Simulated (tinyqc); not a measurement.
## Bandgap voltage reference from two bipolar transistors: output against temperature

Two transistors of area 1 and N carry the same current I. Is(T) = Is (T/T0)^eta exp[(Vg0 q/kB)(1/T0 - 1/T)], VBE1 = Vt ln(I/Is(T)) + I rb, VBE2 = Vt ln(I/(N Is(T))) + I rb/N. The amplifier forces I R1(T) = VBE1 - VBE2 + Vos, with R(T) = R (1 + tc (T - T0)) for both resistors, and the output is Vref = VBE1 + I R2(T). Base currents and the Early effect are neglected.

Vt = kB T/q; I = (Vt ln N + Vos)/(R1(T) - rb (1 - 1/N)).

Values chosen for this exercise; values of the order met in silicon bipolar transistors:

| symbol | value | unit | meaning |
|---|---|---|---|
| T0 | 323 | K | reference temperature |
| Vg0 | 1.175 | V | band-gap voltage extrapolated to 0 K |
| eta | 3.6 |  | temperature exponent of the saturation current |
| Is | 4.4e-18 | A | saturation current of the unit transistor at T0 |
| N | 15 |  | area ratio of the second transistor |
| R1 | 3.7 | kohm | resistor across which the difference of VBE falls, at T0 |
| tc | 0 | ppm/K | temperature coefficient of both resistors |
| Vos | 0 | mV | offset of the amplifier |
| rb | 0 | ohm | series resistance of the unit transistor |
| R2 | 21.06 | kohm | output resistor at T0 |

Constants: q = 1.602176634e-19 C, kB = 1.380649e-23 J/K. Results are converted to the units shown.

Results:
```
T (K)  I (uA)  VBE1 (V)  I R2 (V)  Vref (V)  Vref - Vref(T0) (mV)  dVref/dT (uV/K)
218     13.75    0.9490    0.2896     1.239                -2.177            67.66
233     14.70    0.9300    0.3095     1.239                -1.275            52.75
253     15.96    0.9043    0.3361     1.240               -0.4075            34.30
273     17.22    0.8783    0.3626     1.241                0.1059            17.25
298     18.80    0.8452    0.3958     1.241                0.2882           -2.381
348     21.95    0.7778    0.4622     1.240               -0.7221           -37.13
373     23.53    0.7435    0.4954     1.239                -1.847           -52.68
398     25.10    0.7088    0.5287     1.237                -3.348           -67.21
423     26.68    0.6737    0.5619     1.236                -5.200           -80.86
```

Estimate the missing row, T = 323 K.

Computed row:
```
T (K)  I (uA)  VBE1 (V)  I R2 (V)  Vref (V)  Vref - Vref(T0) (mV)  dVref/dT (uV/K)
323     20.37    0.8117    0.4290     1.241                     0           -20.43
```

With this row back in the table: VBE1 falls by 1.34 mV/K on average and I R2 rises by 1.33 mV/K. The slope of Vref vanishes at T = 295 K. Between 233 and 398 K Vref spans 3.64 mV, or 17.8 ppm/K by the box method (span over the average over T, over 165 K).

Numbers from tinyqc (`OMP_NUM_THREADS=1 python tinyqc.py 2062121 2062122 out.jsonl`; about 0.02 s on one thread of a shared Intel Xeon 2.30GHz).
